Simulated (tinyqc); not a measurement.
Binding against mu: shallow acceptor in the spherical model (Baldereschi-Lipari), strong spin-orbit limit. Computed by tinyqc, a small Python program. Command: `OMP_NUM_THREADS=1 python tinyqc.py 3004935 3004936 out.jsonl acceptor walk`. One thread of a shared host (Intel(R) Xeon(R) Processor @ 2.30GHz), about 0.01 s of CPU time with the checks.

The 1S(3/2) state has an s envelope f(r) and a d envelope g(r). In effective units they obey -(f'' + 2f'/r + 2f/r) + mu (g'' + 5g'/r + 3g/r^2) = E f and -(g'' + 2g'/r - 6g/r^2 + 2g/r) + mu (f'' - f'/r) = E g. The cubic term, the split-off band and the central cell are left out.

Inputs (values chosen for the exercise, modelled on silicon):

| quantity | value | unit |
|---|---|---|
| Luttinger gamma_1 | 4.27 | - |
| Luttinger gamma_2 | 0.346 | - |
| Luttinger gamma_3 | 1.46 | - |
| dielectric constant eps | 11.4 | - |

Constants: Ry = 13.605693123 eV; a_0 = 0.529177210903 angstrom.

Method:
- Ry* = Ry/(gamma_1 eps^2), a* = a_0 eps gamma_1, mu = (6 gamma_3 + 4 gamma_2)/(5 gamma_1), delta = (gamma_3 - gamma_2)/gamma_1; spherical masses 1/(gamma_1 (1 - mu)) (heavy) and 1/(gamma_1 (1 + mu)) (light).
- Basis: f_i = exp(-zeta_i r), g_i = r exp(-zeta_i r), weight r^2 dr, s = zeta_i + zeta_j. S_ff = 2/s^3, H_ff = zeta_i zeta_j S_ff - 2/s^2; S_gg = 24/s^5, H_gg = 8/s^3 + 24 zeta_i zeta_j/s^5 - 12/s^4; H(f_i, g_j) = mu (6 zeta_i^2/s^4 + 2 zeta_i/s^3); S_fg = 0. Each function is normalised by sqrt(S_ii).
- Large basis: zeta_i = 0.08 x 1.55^(i-1), i = 1..20 in each channel; overlap eigenvalues below 1e-11 are dropped.

mu = 0.475129

1S(3/2):

| mu | binding (Ry*) | d weight | binding x (1 - mu) |
|---|---|---|---|
| 0.10 | 1.0091 | 0.00424 | 0.90817 |
| 0.14 | 1.0180 | 0.00832 | 0.87544 |
| 0.29 | 1.0824 | 0.03603 | 0.76852 |
| 0.48 | 1.2682 | 0.10088 | 0.65947 |
| 0.50 | 1.2985 | 0.10979 | 0.64927 |
| 0.80 | 2.5802 | 0.29828 | 0.51604 |
| 0.90 | 4.7683 | 0.38818 | 0.47683 |
| 0.95 | 9.1447 | 0.44002 | 0.45723 |

What does the comparison show, and why?

The binding grows from 1.009 to 9.14 Ry*, slowly at first (second order in mu), while the d weight rises to 0.44. The last column, the binding in units of the heavy-hole Rydberg, falls to 0.457, towards about 0.44 as mu tends to 1. Caution: gamma_3 and gamma_2 differ by more than 0.17 gamma_1: band warping, left out here, adds several per cent to the binding.
